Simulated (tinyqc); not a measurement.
The best anneal temperature for the time t: solubility, supersaturation, precipitation and gettering of an impurity in a silicon-like host. Computed by tinyqc, a small Python program. Command: `OMP_NUM_THREADS=1 python tinyqc.py 3014864 3014865 out.jsonl ripen walk`. One thread of a shared host (Intel(R) Xeon(R) Processor @ 2.30GHz), about 0.01 s of CPU time with the checks.

The wafer was saturated at T1 and is then held at T.

Inputs (values chosen for the exercise, for a model impurity):
```
quantity                                   value    unit
site density N0                            5e+22  1/cm^3
enthalpy of solution H                      3.12      eV
entropy of solution S                        7.5     k_B
diffusion prefactor D0                    0.0011  cm^2/s
migration energy Q                         0.612      eV
temperature of saturation T1                1300       K
anneal temperature T                         761       K
sink density n                           1.4e+11  1/cm^3
initial sink radius r0                         3      nm
impurity density in the precipitate C_p  2.6e+22  1/cm^3
interface energy gamma                      0.32   J/m^2
anneal time t                                7.9       s
```

Constants: k_B = 8.617333262e-05 eV/K; k_B = 1.380649e-23 J/K.

Method:
- C_eq(T) = N0 exp(S/k_B - H/(k_B T)); D(T) = D0 exp(-Q/(k_B T)); C0 = C_eq(T1). Supersaturation s = C0/C_eq(T); critical radius r* = 2 gamma/(C_p k_B T ln s); barrier W* = (4 pi/3) gamma r*^2. Strain energy is left out.
- r_f = [r0^3 + 3 (C0 - C_eq)/(4 pi n C_p)]^(1/3), tau_f = 1/(4 pi n r_f D).
- Growing sinks: with y = r/r_f and y0 = r0/r_f, dy/dt = (1 - y^3)/(3 tau_f y), which integrates to t/tau_f = F(y) - F(y0), F(y) = (1/2) ln[(1 + y + y^2)/(1 - y)^2] - sqrt(3) arctan[(2y + 1)/sqrt(3)]; the share of the excess left is (1 - y^3)/(1 - y0^3), and C(t) = C_eq + (C0 - C_eq) x share.

C0 = 7.25623e+13 1/cm^3

Dissolved share after t:
```
T (K)     C_eq/C0   tau_f (s)  C(t)/C0
585    1.6468e-15  3.0551e+02  0.97578
676    6.8384e-12  5.9605e+01  0.88161
780    8.6368e-09  1.4687e+01  0.59692
884    2.0324e-06  5.0318e+00  0.21690
988    1.5149e-04  2.1600e+00  0.02731
1092   4.9671e-03  1.0895e+00  0.00571
1183   6.3642e-02  6.6261e-01  0.06365
1248   3.1334e-01  4.9095e-01  0.31334
```

What does the comparison show, and why?

The lowest dissolved share among these rows is 0.0057 at 1092 K. Above it solubility sets the floor; below it diffusion is too slow for this time. Solubility falls with H = 3.12 eV and diffusion with Q = 0.612 eV. Caution: the barrier to homogeneous nucleation is below 35 k_B T for these inputs, so new precipitates would form and outnumber the fixed sinks assumed here.

Extremes, crossings and ranges named in words are read from the listed rows.
